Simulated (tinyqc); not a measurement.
# Worked calculation: MOSFET with velocity saturation and source resistance

Numbers from tinyqc (`OMP_NUM_THREADS=1 python tinyqc.py 2500003 2500004 out.jsonl`; about 0.01 s on one thread of a shared Intel Xeon 2.30GHz). Printed values are rounded.

Strong inversion, charge Q = Cox (Vg - m V) at channel potential V with Vg the gate overdrive, and drift velocity v = mu E/(1 + mu E/vsat). Integrating along the channel gives I = mu Cox (1/L)(Vg Vd - m Vd^2/2)/(1 + Vd/Vc) per width, Vc = vsat L/mu, which peaks at Vdsat. Units: I in uA/um, Rs in ohm um, so the drop over Rs is 1e-6 I Rs volts.

Inputs (values chosen for the exercise): gate capacitance Cox = 1.42 uF/cm^2; mobility at low gate voltage mu0 = 140 cm^2/(V s); mobility degradation th = 0.1 1/V; saturation velocity vsat = 6.8e6 cm/s; body factor m = 1.29; threshold VT = 0.62 V; channel length L = 0.05 um; source resistance Rs = 100 ohm um; gate voltage Vgs = 1.2 V.

Range of the model: At this length velocity overshoot and near-ballistic transport, left out here, matter.

## Saturation without source resistance

Vg = Vgs - VT (0 if negative), mu = mu0/(1 + th Vg), Vc = vsat L/mu, x = sqrt(1 + 2 Vg/(m Vc)), Vdsat = 2 Vg/(m (1 + x)), Isat = Cox vsat Vg (x - 1)/(x + 1) per width. Long-channel limit: mu Cox Vg^2/(2 m L); short-channel limit: Cox vsat Vg.

Vg = 0.58 V
mu = 132.3251 cm^2/(V s)
Vc = 0.2569429 V
Vdsat = 0.2880975 V
Isat = 201.1868 uA/um
long-channel limit = 490.0010 uA/um
short-channel limit = 560.0480 uA/um

Isat is 0.411 of the long-channel and 0.359 of the short-channel limit.

## Iteration 1: saturation current with source resistance

I at the start = 0 uA/um

Vg = Vgs - I Rs - VT (0 if negative), mu = mu0/(1 + th Vg), Vc = vsat L/mu, x = sqrt(1 + 2 Vg/(m Vc)), Vdsat = 2 Vg/(m (1 + x)), Isat = Cox vsat Vg (x - 1)/(x + 1) per width. I(new) = Isat.

Vg = 0.58 V
mu = 132.3251 cm^2/(V s)
Vc = 0.2569429 V
Vdsat = 0.2880975 V
Isat = 201.1868 uA/um
I after iteration 1 = 201.1868 uA/um

## Iteration 2: saturation current with source resistance

As before.

Vg = 0.5598813 V
mu = 132.5772 cm^2/(V s)
Vc = 0.2564543 V
Vdsat = 0.2805556 V
Isat = 191.1546 uA/um
I after iteration 2 = 191.1546 uA/um

## Course of the iteration: saturation current with source resistance

Stop when I changes by less than 1e-6 uA/um, or after 80 iterations.

Course of the iteration:

| iteration | I (uA/um) | \|change\| (uA/um) |
|---|---|---|
| 1 | 201.1868 | 201 |
| 2 | 191.1546 | 10.0 |
| 3 | 191.6522 | 0.498 |
| 4 | 191.6275 | 0.0247 |
| 5 | 191.6287 | 1.22e-3 |
| 6 | 191.6287 | 6.08e-5 |
| 7 | 191.6287 | 3.01e-6 |
| 8 | 191.6287 | 1.50e-7 |

Converged in 8 iterations. At the end each change is about 0.050 times the one before, with alternating sign: linear convergence. The resistance lowers Isat by 4.75 %.
